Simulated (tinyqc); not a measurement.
Field from the level spacing.

Question. In a triangular well E_k = a_k (C F^2/mz1)^(1/3), a_1 = 2.338107, a_2 = 4.087949, C = hbar^2/(2 m0), F in eV/nm (1 MV/cm = 0.1 eV/nm). Find F, E_1, the mean distance 2 E_1/(3 F) of the lowest level and the sheet charge eps0 eps_r F/q behind such a field.

Parameters, values chosen for the exercise: relative permittivity eps_r = 11.5; mass along z of valley set A (6 valley(s)) mz1 = 0.253 m0.

Constants: q = 1.602176634e-19 C, hbar = 1.054571817e-34 J s, m0 = 9.1093837015e-31 kg, eps0 = 8.8541878128e-14 F/cm where lengths are in cm, hbar^2/(2 m0) = 0.0380998212 eV nm^2. Results are converted to the units shown.

spacing of the two lowest levels = 225.23245 meV

Answer. The spacing over a_2 - a_1 is the energy scale (C F^2/mz1)^(1/3), which gives F.

F = 1.19 MV/cm
E_1 = 301 meV
mean distance = 1.69 nm
sheet charge over q = 7.56e12 cm^-2

Numbers from tinyqc (`OMP_NUM_THREADS=1 python tinyqc.py 2160107 2160108 out.jsonl`; about 0.7 s on one thread of a shared Intel Xeon 2.30GHz).
